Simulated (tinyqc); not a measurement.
# From characteristic life t63 back to oxide thickness t_ox

Model: time-dependent dielectric breakdown: cell percolation, Weibull statistics, area scaling and voltage extrapolation. Computed by tinyqc, a small Python program. Command: `OMP_NUM_THREADS=1 python tinyqc.py 3028003 3028004 out.jsonl tddb inv`. One thread of a shared host (Intel(R) Xeon(R) Processor @ 2.30GHz), about 0.01 s of CPU time with the checks.

The oxide is divided into columns of area a^2, each holding m = t_ox/a cells (m is taken as continuous). A share lambda(t) = (t/t_1)^alpha of the cells is defective, and a column whose cells are all defective breaks down.

Inputs (values chosen for the exercise, for a model gate oxide): defect cell size a = 1.3 nm; exponent alpha of defect growth = 0.9; time t_1 at which the occupied share would reach 1 = 1.2e+10 s; test area A = 200 um^2.

Method. Failure fraction F = 1 - (1 - lambda^m)^N with N = A/a^2 columns, which for small lambda^m is 1 - exp(-(t/t63)^beta) with beta = alpha m and t63 = t_1 N^(-1/beta); critical share lambda(t63) = N^(-1/m). 1 um^2 = 1e6 nm^2.

Problem. A run gave the result below. Find the oxide thickness t_ox, known to lie between 1.5 and 3.4 nm.

characteristic life t63 = 21195.44 s

Solution.

Each step takes the trial c = (a f_b - b f_a)/(f_b - f_a), f being the result less the target and a, b, c the logarithms of the listed values; c replaces end b, the old b replaces a if the sign of f changed, and otherwise f_a is halved.

Scan of the range:
```
oxide thickness t_ox (nm)  characteristic life t63 (s)
1.50                                       2.01857e+02
1.72                                       1.99255e+03
1.97                                       1.44473e+04
2.26                                       8.30530e+04
2.59                                       3.77385e+05
2.97                                       1.42183e+06
3.40                                       4.46082e+06
```

False position (Illinois rule, in the logarithm of the input) inside the bracket:
```
step    end a    end b    trial  characteristic life t63 (s)
1     1.97000  2.26000  1.99679                      17346.4
2     2.26000  1.99679  2.01133                      19116.8
3     2.26000  2.01133  2.02615                      21077.6
4     2.26000  2.02615  2.02782                      21309.5
5     2.02615  2.02782  2.02700                      21195.1
6     2.02782  2.02700  2.02700                      21195.4
7     2.02782  2.02700  2.02700                      21195.4
8     2.02700  2.02700  2.02700                      21195.4
```

Characteristic life t63 rises at every point of a 13-point scan of the range (every second point is shown), so one value fits; it is bracketed by 1.97 and 2.26. Answer: oxide thickness t_ox = 2.027 nm.

Caution: t_1 is an input here; in a real oxide it changes with thickness at fixed voltage.
